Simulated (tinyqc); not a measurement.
What moves the results: Shockley-Read-Hall recombination through one deep level. A value that a table varies takes the place of the one given here.

One level at Et with degeneracy 1: tn = 1/(sn vth Nt), tp = 1/(sp_ vth Nt), n1 = Nc exp((Et - Eg)/kT), p1 = Nv exp(-Et/kT), ni^2 = n1 p1. Equilibrium p0 = Nm, n0 = ni^2/Nm; n = n0 + dn, p = p0 + dn. U = (n p - ni^2)/(tp (n + n1) + tn (p + p1)), lifetime dn/U; emission rates en = sn vth n1, ep = sp_ vth p1.

Constants: kB = 8.617333262e-05 eV/K.

Parameters, chosen for this exercise (gap and densities of states near those of Si at this temperature; not measured data):
- E1 = 0.971 eV (level (+1/0) above Ev)
- E2 = 0.704 eV (level (0/-1) above Ev)
- gm = 2 (degeneracy of the middle state, the others 1)
- T = 300 K
- Eg = 1.143 eV (gap)
- Nc = 2.68e+19 1/cm^3 (conduction-band density of states)
- Nv = 1.09e+19 1/cm^3 (valence-band density of states)
- Nd = -5.2e+14 1/cm^3 (ionised shallow donors minus acceptors)
- Et = 0.704 eV (recombination level above Ev)
- Nt = 1e+14 1/cm^3 (defects)
- sn = 2.1e-14 cm^2 (electron capture cross-section)
- sp_ = 2.3e-15 cm^2 (hole capture cross-section)
- vth = 17000000 cm/s (thermal velocity, both carriers)
- Nm = 2.1e+16 1/cm^3 (equilibrium holes for the lifetime steps)
- dn = 1.4e+15 1/cm^3 (excess pairs)

## Charge state against the Fermi level (deep level with several charge states)

Energies from Ev. The defect has charge states +1, 0, -1 with weights 1, gm exp((EF - E1)/kT), exp((2 EF - E1 - E2)/kT); the shares are the weights over their sum. Boltzmann carriers: n = Nc exp((EF - Eg)/kT), p = Nv exp(-EF/kT). Neutrality: p - n + Nd + Nt <q> = 0.

Shares:
```
EF (eV)     +1      0     -1     <q>
0.069    1.000  0.000  0.000   1.000
0.160    1.000  0.000  0.000   1.000
0.251    1.000  0.000  0.000   1.000
0.343    1.000  0.000  0.000   1.000
0.434    1.000  0.000  0.000   1.000
0.526    1.000  0.000  0.000   1.000
0.617    1.000  0.000  0.000   1.000
0.709    1.000  0.000  0.000   1.000
0.800    0.945  0.003  0.052   0.894
0.892    0.015  0.001  0.984  -0.970
0.983    0.000  0.000  1.000  -1.000
1.074    0.000  0.000  1.000  -1.000
```

How do the results move?

E2 lies below E1 (negative U = -0.267 eV), so the charge goes from +1 to -1 near (E1 + E2)/2 = 0.837 eV, two electrons at once; the middle state never exceeds a share of 0.00569.

## Defects against doping (deep level with several charge states)

Nt takes the listed multiples of |Nd|; the resistivity uses mobilities of 1000 (electrons) and 300 (holes) cm^2/(V s), chosen for the exercise, and e = 1.602176634e-19 C.

Neutral state:
```
Nt/|Nd|  EF (eV)  n (1/cm^3)  p (1/cm^3)  rho (ohm cm)
0.01      0.2575    3.57e+04    5.15e+14          40.4
0.10      0.2600    3.92e+04    4.68e+14          44.5
0.30      0.2665    5.05e+04    3.64e+14          57.2
0.60      0.2809    8.83e+04    2.08e+14           100
0.90      0.3168    3.53e+05    5.20e+13           400
1.10      0.7872    2.82e+13    6.50e+05           221
1.50      0.8116    7.26e+13    2.53e+05          86.0
3.00      0.8260    1.27e+14    1.45e+05          49.2
10.00     0.8340    1.73e+14    1.06e+05          36.1
```

What does this show, and why?

EF goes from 0.257 to 0.834 eV and the resistivity from 40.4 to 36.1 ohm cm, with a largest value of 400. The largest move of EF, +0.470 eV, comes between Nt/|Nd| = 0.9 and 1.1; the levels lie at 0.971 and 0.704 eV. A defect can take up to one carrier of either sign, so the doping can be cancelled no earlier than Nt = |Nd|, there only if EF lies well beyond the level that takes the carriers and otherwise at larger Nt (mean charge +0.13 in the last row). The type changes along the table.

## Lifetime against injection

Recombination:
```
dn (1/cm^3)  lifetime (microsecond)  U (1/(cm^3 s))
1.0e+11                     0.02803        3.57e+18
1.0e+12                     0.02804        3.57e+19
1.0e+13                     0.02815        3.55e+20
1.0e+14                     0.02924        3.42e+21
1.0e+15                     0.03965        2.52e+22
1.0e+16                      0.1105        9.05e+22
1.0e+17                      0.2394        4.18e+23
1.0e+18                      0.2785        3.59e+24
```

How do the results move?

The lifetime rises from 0.02803 to 0.2785 microsecond; tn + tp = 0.2838. At low injection it is tn (1 + p1/p0) + tp n1/p0 with n1/Nm = 5.4e-05 and p1/Nm = 7.7e-10: re-emission is negligible, so minority capture alone counts. Auger and radiative paths are left out; they cut in at the highest injections, and in a doped direct-gap crystal the radiative one counts at all injections. dn = dp neglects trapped charge, which matters where the traps hold a charge comparable with dn, at low injection and with very unequal cross sections.

## Where a level does most harm

Et takes the values listed; G = Nt en ep/(en + ep) in a depleted region; the lifetime is for dn = 1e11 1/cm^3.

Results:
```
Et (eV)  lifetime (microsecond)  G (1/(cm^3 s))
0.069                      1.04        8.68e+08
0.160                    0.0578        2.93e+10
0.251                    0.0289        9.91e+11
0.343                    0.0280        3.48e+13
0.434                    0.0280        1.17e+15
0.526                    0.0280        2.48e+16
0.617                    0.0280        1.84e+15
0.709                    0.0280        5.24e+13
0.800                    0.0286        1.55e+12
0.892                    0.0478        4.41e+10
0.983                     0.698        1.31e+09
1.074                      22.7        3.87e+07
```

What does this show?

Generation peaks where en = ep, at Eg/2 + (kT/2) ln(sp_ Nv/(sn Nc)) = 0.531 eV; the largest value listed is at 0.526 eV, and G falls by a decade for each 0.060 eV away from the peak. The lifetime is within a factor 2 of its minimum, 0.028 microsecond, from 0.251 to 0.892 eV: recombination tolerates a wide range of Et, generation a narrow one.

## What moves lifetime and leakage

G = Nt en ep/(en + ep). Each row changes one parameter from the base and keeps the others.

Results:
```
case                 lifetime (microsecond)  G (1/(cm^3 s))
base                                0.04401        6.35e+13
Et = 0.744 eV                       0.04406        1.35e+13
sn = 4.2e-14 cm^2                   0.03000        6.35e+13
sp_ = 4.6e-15 cm^2                  0.03601        1.27e+14
Nt = 5e+13 1/cm^3                   0.08802        3.18e+13
Nm = 6.3e+16 1/cm^3                 0.03358        6.35e+13
dn = 4.2e+15 1/cm^3                 0.07065        6.35e+13
```

What can be read from the table?

The largest shifts from the base row, up to three for each result and ties (the steps differ in size, so this ranks the rows, not the parameters). lifetime (microsecond): Nt +0.0440, dn +0.0266, sn -0.0140. G (1/(cm^3 s)): sp_ +6.35e+13, Et -5.00e+13, Nt -3.18e+13; unchanged at the printed digits by sn, Nm and dn.

Run: tinyqc, `OMP_NUM_THREADS=1 python tinyqc.py 1680228 1680229 out.jsonl`; Intel(R) Xeon(R) Processor @ 2.30GHz, one thread, shared host; about 0.01 s of CPU time with all checks.
